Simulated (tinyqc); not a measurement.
## Bandgap voltage reference from two bipolar transistors: effect of the offset of the amplifier

Two transistors of area 1 and N carry the same current I. Is(T) = Is (T/T0)^eta exp[(Vg0 q/kB)(1/T0 - 1/T)], VBE1 = Vt ln(I/Is(T)) + I rb, VBE2 = Vt ln(I/(N Is(T))) + I rb/N. The amplifier forces I R1(T) = VBE1 - VBE2 + Vos, with R(T) = R (1 + tc (T - T0)) for both resistors, and the output is Vref = VBE1 + I R2(T). Base currents and the Early effect are neglected.

Vt = kB T/q; I = (Vt ln N + Vos)/(R1(T) - rb (1 - 1/N)). Box coefficient: span of Vref between 233 and 398 K over its average over T and over 165 K. The last column is the R2 that gives zero slope at T0.

Values chosen for this exercise; values of the order met in silicon bipolar transistors:
- T0 = 298 K (reference temperature)
- Vg0 = 1.198 V (band-gap voltage extrapolated to 0 K)
- eta = 3.8 (temperature exponent of the saturation current)
- Is = 1.1e-17 A (saturation current of the unit transistor at T0)
- N = 8 (area ratio of the second transistor)
- R1 = 2.7 kohm (resistor across which the difference of VBE falls, at T0)
- tc = 0 ppm/K (temperature coefficient of both resistors)
- rb = 14 ohm (series resistance of the unit transistor)
- R2 = 26.6 kohm (output resistor at T0)

Constants: q = 1.602176634e-19 C, kB = 1.380649e-23 J/K. Results are converted to the units shown.

Result of one run:
```
I at T0 (uA)  Vref at T0 (V)  slope at T0 (uV/K)  box coefficient (ppm/K)  R2 for zero slope (kohm)
18.01                  1.201              -54.63                    54.76                     27.42
```

Which offset of the amplifier Vos gave this result: -5, 0, 1 or 5 mV?

Vos = -5 mV.

The whole series:
```
Vos (mV)  I at T0 (uA)  Vref at T0 (V)  slope at T0 (uV/K)  box coefficient (ppm/K)  R2 for zero slope (kohm)
-5               18.01           1.201              -54.63                    54.76                     27.42
-3               18.75           1.222              -54.91                    54.04                     27.42
-1               19.50           1.243              -55.04                    53.23                     27.43
0                19.87           1.253              -55.06                    52.80                     27.43
1                20.24           1.264              -55.05                    52.35                     27.43
3                20.98           1.285              -54.93                    51.43                     27.42
5                21.73           1.305              -54.73                    50.46                     27.42
```

As Vos goes from -5 to 5, Vref rises from 1.201 to 1.305 V and the box coefficient falls from 54.8 to 50.5 ppm/K. Each mV of offset moves Vref by 10.4 mV, about R2/R1 = 9.85 plus the change of VBE1 with the current.

Computed by the program tinyqc: `OMP_NUM_THREADS=1 python tinyqc.py 2062035 2062036 out.jsonl`, one thread of a shared Intel Xeon 2.30GHz, about 0.02 s for the whole run.
